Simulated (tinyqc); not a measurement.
Inversion layer as a triangular well, valleys of the Si type: one step. Valley masses on the (100) face. Three cases, with inputs chosen for the exercise.

Problem. Group the valleys by their angle to the normal, heaviest m_z first.

Six ellipsoidal valleys with their long axes along the cube axes, mass ml along the axis and mt across it. For a valley whose axis makes the angle theta with the surface normal, 1/m_z = cos^2(theta)/ml + sin^2(theta)/mt sets the confinement; in the plane the masses are m_1 = mt and m_2 = ml mt/m_z, and m_d = sqrt(m_1 m_2).

Give: Valleys (masses in m0).

Case 1.

Values chosen (out of a larger set: near those of Si; not measured data): ml = 0.92 m0 (longitudinal mass); mt = 0.188 m0 (transverse mass); face = 100 (surface).

Solution.

Valleys (masses in m0):
```
valleys g,cos^2(theta),m_z,m_1,m_2,m_d
2,1.0000,0.9200,0.1880,0.1880,0.1880
4,0.0000,0.1880,0.1880,0.9200,0.4159
```

Case 2.

Values chosen (out of a larger set: near those of Si; not measured data): ml = 0.926 m0 (longitudinal mass); mt = 0.192 m0 (transverse mass); face = 100 (surface).

Solution.

Valleys (masses in m0):
```
valleys g,cos^2(theta),m_z,m_1,m_2,m_d
2,1.0000,0.9260,0.1920,0.1920,0.1920
4,0.0000,0.1920,0.1920,0.9260,0.4217
```

Case 3.

Values chosen (out of a larger set: near those of Si; not measured data): ml = 0.924 m0 (longitudinal mass); mt = 0.19 m0 (transverse mass); face = 100 (surface).

Solution.

Valleys (masses in m0):
```
valleys g,cos^2(theta),m_z,m_1,m_2,m_d
2,1.0000,0.9240,0.1900,0.1900,0.1900
4,0.0000,0.1900,0.1900,0.9240,0.4190
```

The 2 valleys with the heaviest m_z will give the lowest ladder of subbands.

Computed by tinyqc, one run a case: `OMP_NUM_THREADS=1 python tinyqc.py N N+1 out.jsonl` with N = 1250159, 1250657, 1251094; one thread of a shared Intel(R) Xeon(R) Processor @ 2.30GHz, about 0.03 s a run at most.
